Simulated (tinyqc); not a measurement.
Sheet resistance of a shallow doped layer with concentration-dependent mobility and limited activation: one step, computed by the program tinyqc. Command: `OMP_NUM_THREADS=1 python tinyqc.py 3019902 3019903 out.jsonl irvin walk`. One thread of a shared host (Intel(R) Xeon(R) Processor @ 2.30GHz), about 0.03 s of CPU time with the checks.

A layer of one dopant lies in a background of the opposite type. Current flows parallel to the surface down to the junction; depletion is ignored.

Problem. Active limit and depths. C(x) = C_s for x < l and C_s 10^(-(x - l)/abruptness) beyond. Temperatures in kelvin are T(C) + 273.15. Active limit C_a = prefactor x exp(-energy/(k_B T)); the junction lies where C = C_B, and the profile exceeds C_a down to x_a (zero if C_s is below C_a). Slope at the junction in nm per decade = ln(10) C/|dC/dx|.

Inputs (values chosen for the exercise, modelled on phosphorus in silicon):
```
quantity                         value       unit
surface concentration C_s      2.7e+20     1/cm^3
length l                            11         nm
tail abruptness                      3  nm/decade
background C_B                 1.4e+16     1/cm^3
prefactor of the active limit  8.4e+21     1/cm^3
energy of the active limit       0.329         eV
anneal temperature T               950          C
```

Profile: box with exponential tail.

Constants: k_B = 8.617333262e-05 eV/K.

Give: active limit C_a; junction depth x_j; depth x_a; abruptness at the junction.

Solution.

active limit C_a = 3.704e+20 1/cm^3

junction depth x_j = 23.86 nm

depth x_a = 0 nm

abruptness at the junction = 3 nm/decade
